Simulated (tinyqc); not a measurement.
Inside a calculation: three-level Kane dispersion of a narrow-gap semiconductor. Values are carried at full precision from step to step, so a last printed digit may differ when a step is redone from the rounded ones.

Zero of energy at Gamma8, c = hbar^2/2m0, P^2 = Ep c. The free-electron term and remote bands are left out, so the heavy holes are flat at E = 0 and the other three bands obey E (E - Eg)(E + Dso) = P^2 k^2 (E + 2 Dso/3). The conduction band is the highest root; its edge is Ec = max(Eg, 0).

Constants: hbar^2/2m0 = 3.80998211 eV angstrom^2; hbar = 6.58211957e-16 eV s; e^2/(4 pi eps0) = 14.39964547 eV angstrom; muB = 5.788381798e-05 eV/T.

Values chosen for the exercise (near those of InSb; not measured data):
- Eg = 0.234 eV (E(Gamma6) - E(Gamma8))
- Dso = 0.78 eV (spin-orbit splitting)
- Ep = 24 eV (Kane energy)
- k = 0.028 1/angstrom (wave vector)
- n = 3.6e+17 cm^-3 (electron density)
- eps = 15.9 (high-frequency dielectric constant)
- B = 0.7 T (magnetic field)

## The three bands at one k

Expand the equation into E^3 + a2 E^2 + a1 E + a0 = 0 and give its roots; compare with the two-level form (Dso to infinity) E = Eg/2 +/- sqrt(Eg^2/4 + (2/3) P^2 k^2).

P^2 k^2 = 0.071689 eV^2

a2, a1, a0: 0.546000  -0.254209  -0.037278

roots (eV): -0.8044  -0.1219  0.3803

two-level form (eV): -0.1310  0.3650

The two-level form misses the highest root by -15.3 meV. The order is normal: Gamma6 forms the conduction band.

## Mass at the edge and limiting velocity

m0* = Eg (Eg + Dso)/(Ep (Eg + 2 Dso/3)). In the two-level form the velocity tends to v = sqrt(2/3) P/hbar, and |Eg| = 2 m v^2 with m = 3 |Eg|/(2 Ep), as for a relativistic particle. 1 angstrom = 1e-10 m.

m0* = 0.01311 m0
P = 9.5624 eV angstrom
v = 1.186e+06 m/s
k at which the linear part sets in, |Eg|/(2 hbar v) = 0.01499 1/angstrom

## Fermi level and mass at a given density

Degenerate electrons at T = 0: kF = (3 pi^2 n)^(1/3), 1 cm^-3 = 1e-24 angstrom^-3; EF is the highest root at kF. The momentum (cyclotron, optical) mass is m(E) = hbar^2 k/(dE/dk) = c d(k^2)/dE with d(k^2)/dE = k^2 [1/E + 1/(E - Eg) + 1/(E + Dso) - 1/(E + 2 Dso/3)]; the density of states is k d(k^2)/dE/(2 pi^2).

Edge mass m0* = Eg (Eg + Dso)/(Ep (Eg + 2 Dso/3)).

Compare EF - Ec with the parabolic value c kF^2/m0*.

kF = 0.02201 1/angstrom
EF - Ec = 0.1013 eV
parabolic value = 0.1407 eV
m(EF) = 0.02322 m0
m(EF)/m0* = 1.771
density of states at EF = 6.794e+18 1/(eV cm^3)

The parabola overstates EF - Ec by a factor of 1.39; (EF - Ec)/|Eg| = 0.43, and the two-level rule 1 + 2 (EF - Ec)/|Eg| = 1.866 estimates the mass ratio.

## Plasma and cyclotron energies

hbar wp = sqrt(8 pi c (e^2/4 pi eps0) n/(eps m)), hbar wc = 2 muB B/m (classical limit), with m = m(EF) and, for comparison, the edge mass; n in angstrom^-3.

hbar wp with m(EF), with m0* (meV): 36.67  48.79

hbar wc with m(EF), with m0* (meV): 3.49  6.18

EF - Ec = 101.3 meV is 29 times hbar wc, so the classical value applies.

## Checks

- Roots of the cubic against the 8 x 8 Kane matrix without remote terms: they agree to 1e-10 or better.
- m(E) near the edge against m0*: both 0.01311.

Computed by tinyqc, a small Python program: `OMP_NUM_THREADS=1 python tinyqc.py 1050592 1050593 out.jsonl` (the numbers bound the seed that draws the inputs); one thread of a shared host (Intel(R) Xeon(R) Processor @ 2.30GHz), about 0.01 s for the whole set of steps.
